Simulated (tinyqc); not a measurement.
n-type polysilicon, carrier trapping at grain boundaries: effect of the doping.

One-dimensional grains of size Lg, uniform ionised doping N, monovalent traps Qt at each boundary at a depth Et below (for electrons) or above (for holes) the band edge there, abrupt depletion of width W on each side of a boundary, Boltzmann statistics. xi is the distance from the band edge at the grain centre to the Fermi level. Trapped charge Qt/(1 + exp((xi + VB - Et)/Vt)) = 2 N W, barrier VB = q N W^2/(2 eps0 eps_r).

If the trap equation with xi = Vt ln(NB/N) has a root W < Lg/2, the grain is partly depleted; otherwise W = Lg/2 and the trap equation gives xi = Et - VB + Vt ln(Qt/(N Lg) - 1). N* = Qt/Lg. n0 = NB exp(-xi/Vt); mean density n0 (1 - 2 W/Lg) by charge balance in a partly depleted grain, and n0 (sqrt(pi)/2) erf(u)/u with u = sqrt(VB/Vt) in a fully depleted one; v = sqrt(kB T/(2 pi ms m0)); barrier resistivity Vt exp(VB/Vt)/(q fe n0 v Lg); grain resistivity (1 - 2 W/Lg)/(q n0 mug); effective mobility 1/(q mean density total resistivity). Rows with xi above 0.45 V, towards mid-gap, are left out, since the other carrier type is ignored.

Values chosen for this exercise; values of the order met in polycrystalline silicon:
- T = 300 K (temperature)
- eps_r = 11.7 (relative permittivity)
- NB = 2.8e19 cm^-3 (conduction-band density of states at T)
- Lg = 160 nm (grain size)
- Qt = 1.2e12 cm^-2 (trap density of a grain boundary)
- Et = 0.44 eV (depth of the trap level from the majority band edge at the boundary)
- ms = 0.26 m0 (mass for thermionic emission)
- fe = 0.5 (correction factor of the emission rate)
- mug = 110 cm^2/(V s) (mobility inside the grains)

Constants: q = 1.602176634e-19 C, kB = 1.380649e-23 J/K, m0 = 9.1093837015e-31 kg, Vt = kB T/q, eps0 = 8.8541878128e-14 F/cm where lengths are in cm. Results are converted to the units shown.

Results:
```
N (cm^-3)	N/N*	depleted share 2 W/Lg	VB (V)	xi (V)	mean density (cm^-3)	resistivity (ohm cm)	effective mobility (cm^2/(V s))
1.7e16	0.2267	1.000	0.08413	0.3876	4.193e12	1.148e4	129.7
3.5e16	0.4667	1.000	0.1732	0.2702	2.766e14	3845	5.869
1.5e17	2.000	0.4957	0.1824	0.1352	7.565e16	29.71	2.777
3.2e17	4.267	0.2344	0.08698	0.1156	2.450e17	0.4812	52.94
6.8e17	9.067	0.1103	0.04094	0.09611	6.050e17	0.1016	101.5
1.4e18	18.67	0.05357	0.01988	0.07745	1.325e18	0.04425	106.5
3e18	40.00	0.02500	0.009280	0.05774	2.925e18	0.02027	105.3
```

Estimate the missing row, N = 7.3e16 cm^-3.

Computed row:
```
N (cm^-3)	N/N*	depleted share 2 W/Lg	VB (V)	xi (V)	mean density (cm^-3)	resistivity (ohm cm)	effective mobility (cm^2/(V s))
7.3e16	0.9733	0.8302	0.2490	0.1538	1.239e16	799.2	0.6302
```

With this row back in the table: As N goes from 1.7e16 to 3e18, VB goes from 0.0841 through a maximum of 0.249 (at N = 7.3e16 among the rows listed) to 0.00928 V, the resistivity falls from 11500 to 0.0203 ohm cm and the effective mobility moves up and down between 0.630 and 130 cm^2/(V s). The steepest fall of the resistivity among the rows, as N^(-5.4), lies between N = 1.5e17 and 3.2e17 cm^-3; N* = 7.50e16 cm^-3. While the grain is fully depleted VB grows as N; once the traps are full it falls as 1/N. For N = 3e18 xi is under 2.5 Vt, where Boltzmann statistics begin to fail. For N = 1.4e18, 3e18 VB is below Vt, where abrupt depletion and thermionic emission are rough. For N = 7.3e16 the grain is near the changeover between partial and full depletion, within a few Debye lengths, where both limits are rough. For N = 1.7e16 the effective mobility exceeds mug, since drift through the depleted part of the grain is left out.

Program tinyqc, `OMP_NUM_THREADS=1 python tinyqc.py 2830202 2830203 out.jsonl`; Intel Xeon 2.30GHz, shared host, one thread, about 0.01 s.
